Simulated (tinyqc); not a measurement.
# Inputs raised by 2 %, one at a time

Model: leakage through a gate insulator: direct, Fowler-Nordheim, trap-assisted and Poole-Frenkel currents. Computed by tinyqc, a small Python program. Command: `OMP_NUM_THREADS=1 python tinyqc.py 3013168 3013169 out.jsonl oxideleak sens`. One thread of a shared host (Intel(R) Xeon(R) Processor @ 2.30GHz), about 0.02 s of CPU time with the checks.

Electrons enter from the cathode Fermi level at x = 0; the conduction band of the insulator lies phi_b - e F x above it, F = V/t. WKB exponents use a parabolic band with mass m.

Inputs (values chosen for the exercise, with an insulator like Si3N4): thickness t = 6.7 nm; barrier phi_b = 2.14 eV; tunnelling mass m = 0.42 m_0; static constant eps_ox = 7.23; optical constant eps_opt = 4.11; voltage across the insulator V = 2.2 V; trap depth phi_t = 1.8 eV; trap density N_t = 2.3e+18 cm^-3; attempt rate nu_0 = 3e+13 1/s; activation of capture E_a = 0.23 eV; temperature T = 200 K.

Constants: hbar^2/(2 m_0) = 3.80998212 eV angstrom^2; e = 1.602176634e-19 C; hbar = 1.054571817e-34 J s; k_B = 8.617333262e-05 eV/K; eps_0 = 8.8541878128e-12 F/m.

Method:
- For a level a distance phi(x) below the band, the WKB exponent is 2 int kappa dx with kappa = sqrt(m phi/(hbar^2/2m_0)); for a linear barrier from phi_1 down to phi_2 = max(phi_1 - e F d, 0) it is G = (4/3) sqrt(m/(hbar^2/2m_0)) (phi_1^(3/2) - phi_2^(3/2))/(e F).
- J_tun = e^3 F^2/(16 pi^2 hbar m phi_b) x exp(-G) / [1 - sqrt(phi_2/phi_b)]^2 with the free-electron mass in the cathode (m in m_0), phi_2 = max(phi_b - e V, 0): direct tunnelling for e V < phi_b, Fowler-Nordheim above. Image forces, back-flow and the limit on supply are left out, so J_tun is overstated below about 0.5 V.
- Equivalent oxide thickness = 3.9 t/eps_ox.
- A trap at depth x lies phi_t below the band. Capture: tunnel at the cathode Fermi level from 0 to x (G_in from phi_1 = phi_b), rate nu_0 exp(-G_in - E_c/k_B T) with E_c = E_a + max(phi_b - phi_t - e F x, 0), the last term being the height of the trap above the cathode Fermi level. Emission: tunnel from the trap level to the anode (G_out from phi_1 = phi_t over t - x), rate nu_0 exp(-G_out - E_a/k_B T). Re-emission to the cathode follows from detailed balance, rate_back = rate_in exp(dE/k_B T) with dE = phi_b - phi_t - e F x. Each trap passes R = rate_in rate_out/(rate_in + rate_back + rate_out) electrons per second; filling from the anode is left out.
- J_TAT = e N_t int_0^t R dx by the midpoint rule on 400 intervals; the most effective depth is the midpoint with the largest R, rounded to 0.01 nm.
- Poole-Frenkel emission over the lowered barrier of a charged trap: lowering sqrt(e F/(pi eps_opt eps_0)); J_PF = e N_t^(2/3) nu_0 exp(-(phi_t - lowering)/k_B T), one sheet of traps emitting with supply unlimited (an upper bound).
- J = J_tun + J_TAT (the Poole-Frenkel bound is not added); the ratio J/J_tun is the excess that stress-made traps add.

Runs; columns: (1) input moved; (2) from; (3) to; (4) tunnelling current J_tun (A/cm^2); (5) trap-assisted current J_TAT (A/cm^2); (6) Poole-Frenkel bound J_PF (A/cm^2); (7) total current J (A/cm^2):
```
(1)                                     (2)        (3)         (4)         (5)         (6)         (7)
base run                                  -          -  8.6517e-12  2.3309e-12  4.5588e-22  1.0983e-11
thickness t (nm)                        6.7      6.834  3.5752e-12  1.3814e-12  3.0934e-22  4.9567e-12
barrier phi_b (eV)                     2.14     2.1828  2.3761e-12  2.0096e-12  4.5588e-22  4.3857e-12
tunnelling mass m (m_0)                0.42     0.4284  5.5733e-12  1.7790e-12  4.5588e-22  7.3523e-12
voltage across the insulator V (V)      2.2      2.244  2.0593e-11  2.6946e-12  6.7444e-22  2.3287e-11
trap density N_t (cm^-3)            2.3e+18  2.346e+18  8.6517e-12  2.3775e-12  4.6194e-22  1.1029e-11
activation of capture E_a (eV)         0.23     0.2346  8.6517e-12  1.7849e-12  4.5588e-22  1.0437e-11
temperature T (K)                       200        204  8.6517e-12  3.0281e-12  1.6332e-21  1.1680e-11
```

Exponents ln(y'/y) / ln(x'/x):
```
input                           tunnelling current J_tun  trap-assisted current J_TAT  Poole-Frenkel bound J_PF  total current J
thickness t                                      -44.627                      -26.417                   -19.583          -40.175
barrier phi_b                                    -65.259                       -7.489                     0.000          -46.355
tunnelling mass m                                -22.208                      -13.644                     0.000          -20.265
voltage across the insulator V                    43.791                        7.322                    19.778           37.954
trap density N_t                                   0.000                        1.000                     0.667            0.214
activation of capture E_a                          0.000                      -13.478                     0.000           -2.575
temperature T                                      0.000                       13.214                    64.440            3.108
```

Among the inputs moved here: tunnelling current J_tun answers most in size to barrier phi_b (exponent -65.259), next to thickness t (-44.627); its exponent is below 0.0005 for trap density N_t, activation of capture E_a, temperature T. Its exponent 0.000 in temperature T: tunnelling from the Fermi level does not depend on T in this formula. Trap-assisted current J_TAT answers most in size to thickness t (exponent -26.417), next to tunnelling mass m (-13.644). Its exponent +1.000 in trap density N_t: independent traps. Poole-Frenkel bound J_PF answers most in size to temperature T (exponent +64.440), next to voltage across the insulator V (+19.778); its exponent is below 0.0005 for barrier phi_b, tunnelling mass m, activation of capture E_a. Its exponent +0.667 in trap density N_t: one sheet of traps, N_t^(2/3). Total current J answers most in size to barrier phi_b (exponent -46.355), next to thickness t (-40.175).

Caution (all rows): the film is too thin for the Poole-Frenkel picture (the lowering is a large part of the whole drop, or the traps are further apart than the film is thick), so J_PF is only nominal.

Extremes, crossings and ranges named in words are read from the listed rows.
